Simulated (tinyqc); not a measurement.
What moves the results: Weaire-Thorpe hybrids on a Bethe lattice: gap and dangling bond of an amorphous tetrahedral solid. A value that a table varies takes the place of the one given here.

Four sp3 hybrids an atom at energy 0, coupled by -V1 on the atom and by -V2 along a bond; the bonds form a tree (no rings). For any network the gap runs at least from -V2 + V1 to V2 - 3 V1, and p-like states pile up at -V2 + V1 and V2 + V1. On the tree the gap is wider: it ends at Ec = -V1 + sqrt(V2^2 + 4 V1^2 - 2 sqrt3 V1 V2), which makes it well wider than the gaps of the real glasses. A branch seen from a hybrid has the self-energy S = V2^2 g, where g is the Green function of the hybrid across the bond, whose three partners carry S themselves. With a = z - V1, b = a - S: g = 1/(a + V1 b/(b + 3 V1)), z = E + i eta. A full atom has G = (1/b)(b + 3 V1)/(b + 4 V1) per hybrid; a dangling hybrid with shift dh has G = 1/(1/g - dh).

Parameters, chosen for this exercise (of the size of tabulated hybrid energies for amorphous silicon; shifted at random, so the results belong to these values and not to a real crystal):

| symbol | value | unit | meaning |
|---|---|---|---|
| V1 | 1.77 | eV | coupling of two hybrids on one atom |
| V2 | 4.6 | eV | coupling of the two hybrids of a bond |
| eta | 0.03 | eV | broadening |
| dh | -0.05 | eV | shift of the dangling hybrid (rehybridisation) |
| VH | 5.17 | eV | coupling to a hydrogen atom |
| eH | -2.76 | eV | hydrogen level |
| E1s | -4 | eV | first energy |
| dE | 0.48 | eV | step |

## Bulk, dangling and hydrogenated hybrids across the gap

edges (eV): Ev -2.83000, Ec(bound) -0.71000, Ec(tree) 0.57241

Thirteen energies E1s + j dE. With hydrogen the hybrid gains the self-energy VH^2/(z - eH) and dh = 0.

Density per hybrid (1/eV):

| E (eV) | bulk | dangling | with hydrogen |
|---|---|---|---|
| -4.00 | 0.0032 | 0.0014 | 0.0017 |
| -3.52 | 0.0055 | 0.0008 | 0.0006 |
| -3.04 | 0.0534 | 0.0008 | 0.0004 |
| -2.56 | 0.0326 | 0.0011 | 0.0003 |
| -2.08 | 0.0045 | 0.0015 | 0.0003 |
| -1.60 | 0.0018 | 0.0024 | 0.0003 |
| -1.12 | 0.0011 | 0.0048 | 0.0003 |
| -0.64 | 0.0008 | 0.0148 | 0.0004 |
| -0.16 | 0.0008 | 0.2941 | 0.0005 |
| 0.32 | 0.0011 | 0.0463 | 0.0008 |
| 0.80 | 0.0193 | 0.0746 | 0.0090 |
| 1.28 | 0.0293 | 0.0819 | 0.0193 |
| 1.76 | 0.0341 | 0.0778 | 0.0306 |

Between Ev = -2.83 and Ec = 0.57 eV the bulk density is a broadening tail (least 0.0008). The dangling hybrid reaches 0.294 at -0.16 eV among these rows; its level lies at -0.028 eV, and the peak there, of width eta, is far higher unless a row falls on it. With hydrogen the largest value on the rows inside the gap, more than 0.05 eV from an edge, is 0.0008, and 1/g = VH^2/(E - eH) has no root in the gap: the state has gone into a bonding level below and an antibonding one above.

## Level against rehybridisation

Root of 1/g(E) = dh for eta = 0 in the gap of the tree, between Ev = -V2 + V1 and Ec; a dash: none. A flatter atom makes the hybrid more p-like (dh > 0, up to V1), a more pyramidal one more s-like (dh < 0).

Level:

| dh (eV) | E (eV) | above Ev (eV) | weight |
|---|---|---|---|
| -3.0 | -1.9168 | 0.9132 | 0.628 |
| -2.5 | -1.5969 | 1.2331 | 0.650 |
| -2.0 | -1.2687 | 1.5613 | 0.661 |
| -1.5 | -0.9375 | 1.8925 | 0.661 |
| -1.0 | -0.6099 | 2.2201 | 0.647 |
| -0.5 | -0.2937 | 2.5363 | 0.614 |
| 0.0 | 0.0000 | 2.8300 | 0.556 |
| 0.5 | 0.2560 | 3.0860 | 0.461 |
| 1.0 | 0.4525 | 3.2825 | 0.315 |

A level exists for 9 of the 9 rows, from dh = -3 (0.913 eV above Ev) to 1 (3.283 eV); the gap of the tree is 3.402 eV. Its slope dE/d(dh) is the weight, largest at dh = -2 (0.66). A level that rises as the atom flattens is why an emptied dangling bond relaxes flat and a doubly filled one pyramidal.

## Stretching the bonds

V2 is scaled as (d0/d)^2 and V1 stays. Bound 2 V2 - 4 V1; tree V2 - 2 V1 + sqrt(V2^2 + 4 V1^2 - 2 sqrt3 V1 V2); a negative bound means that a network with rings may have no gap.

Against d/d0:

| d/d0 | V2 (eV) | V2/V1 | bound (eV) | tree (eV) |
|---|---|---|---|---|
| 0.96 | 4.991 | 2.820 | 2.903 | 4.067 |
| 0.98 | 4.790 | 2.706 | 2.499 | 3.720 |
| 1.00 | 4.600 | 2.599 | 2.120 | 3.402 |
| 1.02 | 4.421 | 2.498 | 1.763 | 3.111 |
| 1.04 | 4.253 | 2.403 | 1.426 | 2.844 |
| 1.07 | 4.018 | 2.270 | 0.956 | 2.488 |
| 1.10 | 3.802 | 2.148 | 0.523 | 2.179 |
| 1.15 | 3.478 | 1.965 | -0.123 | 1.756 |

The bound falls by 184 meV for each per cent of stretch near d0 and vanishes at d/d0 = 1.140, inside the table. Weak, stretched bonds therefore put states closest to the edges, one origin of band tails.

## What each parameter does

Ev = -V2 + V1, conduction edge of the tree -V1 + sqrt(V2^2 + 4 V1^2 - 2 sqrt3 V1 V2), and the level that solves 1/g(E) = dh for eta = 0. Each row changes one parameter from the base and keeps the others.

Results:

| case | Ev (eV) | Ec (eV) | level (eV) | weight |
|---|---|---|---|---|
| base | -2.8300 | 0.5724 | -0.0280 | 0.563 |
| V1 = 1.69 eV | -2.9100 | 0.6879 | -0.0299 | 0.601 |
| V2 = 4.75 eV | -2.9800 | 0.6733 | -0.0293 | 0.590 |
| dh = -0.15 eV | -2.8300 | 0.5724 | -0.0850 | 0.577 |

The largest shifts from the base row, up to three for each result and ties (the steps differ in size, so this ranks the rows, not the parameters). Ev (eV): V2 -0.1500, V1 -0.0800; unchanged at the printed digits by dh. Ec (eV): V1 +0.1155, V2 +0.1009; unchanged at the printed digits by dh. level (eV): dh -0.0570, V1 -0.0019, V2 -0.0014. weight: V1 +0.038, V2 +0.027, dh +0.013.

Computed by tinyqc, a small Python program: `OMP_NUM_THREADS=1 python tinyqc.py 1451611 1451612 out.jsonl` (the numbers bound the seed that draws the inputs); one thread of a shared host (Intel(R) Xeon(R) Processor @ 2.30GHz), about 0.02 s for the whole set of steps.
